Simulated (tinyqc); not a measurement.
# Changing the later thermal budget (Dt)2

Model: out-diffusion of a doped substrate or buried layer into a growing epitaxial film. Computed by tinyqc, a small Python program. Command: `OMP_NUM_THREADS=1 python tinyqc.py 3024431 3024432 out.jsonl buried sweep`. One thread of a shared host (Intel(R) Xeon(R) Processor @ 2.30GHz), about 0.01 s of CPU time with the checks.

x is counted from the original substrate surface into the film, whose surface moves as x = v t. Substrate dopant has one diffusivity; the dopant of the film is taken as uniform.

Inputs (values chosen for the exercise, modelled on boron in silicon):
```
quantity                                            value    unit
prefactor D0                                        0.951  cm^2/s
activation energy E                                  3.53      eV
substrate concentration C_s                       1.9e+19  1/cm^3
film doping C_e                                   4.1e+15  1/cm^3
growth rate v                                        0.43  um/min
film thickness d                                      3.1      um
growth temperature T                                 1200       C
autodoping level at the start, as a share of C_s   0.0002       -
decay length of autodoping                           0.59      um
```

Film doping: same type as the substrate.

Constants: k_B = 8.617333262e-05 eV/K.

Method:
- D = D0 exp(-E/(k_B T)); growth time t = d/v; l = 2 sqrt(D t); growth number G = v t/l = d/l; 1 um = 1e-4 cm.
- Temperatures in kelvin are T(C) + 273.15.
- After growth and the later budget: l2 = 2 sqrt(D t + (Dt)2); C(x) = (C_s/2) erfc(x/l2) + share x C_s exp(-x/decay length) for x > 0 (autodoping taken as unchanged by the later budget). The transition x_t solves C(x) = C_e, where the total doping is twice the intended value.
- Usable film = d - x_t. Also give x_t for the erfc term alone, after growth and after the later budget.

One run for each value; columns: (1) later thermal budget (Dt)2 (cm^2); (2) x_t after the later budget, erfc alone (um); (3) x_t with autodoping (um); (4) usable film (um):
```
(1)          (2)     (3)     (4)
1.00e-13  0.9247  0.9392  2.1608
4.00e-13  0.9251  0.9396  2.1604
1.00e-12  0.9259  0.9404  2.1596
5.00e-12  0.9313  0.9457  2.1543
2.00e-11  0.9510  0.9652  2.1348
6.00e-11  1.0018  1.0154  2.0846
2.00e-10  1.1621  1.1739  1.9261
8.00e-10  1.6844  1.6913  1.4087
3.00e-09  2.8791  2.8806  0.2194
```

Over the rows, x_t after the later budget, erfc alone (um) rises from 0.925 to 2.88 (exponent d ln y / d ln x 3.1e-4 between the first rows and 0.41 between the last); x_t with autodoping (um) rises from 0.939 to 2.88 (exponent d ln y / d ln x 3.1e-4 between the first rows and 0.40 between the last); usable film (um) falls from 2.16 to 0.219 (exponent d ln y / d ln x -1.3e-4 between the first rows and -1.4 between the last). At the low end the exponent of x_t after the later budget, erfc alone is 0.00, close to 0: the growth dominates.

Caution (all rows): the substrate doping is comparable to or above the intrinsic density at growth temperature, so the diffusivity may be higher on that side. Caution (rows 3.00e-9): the transition comes within a diffusion length of the surface, so the surface matters and the simple erfc is rough.
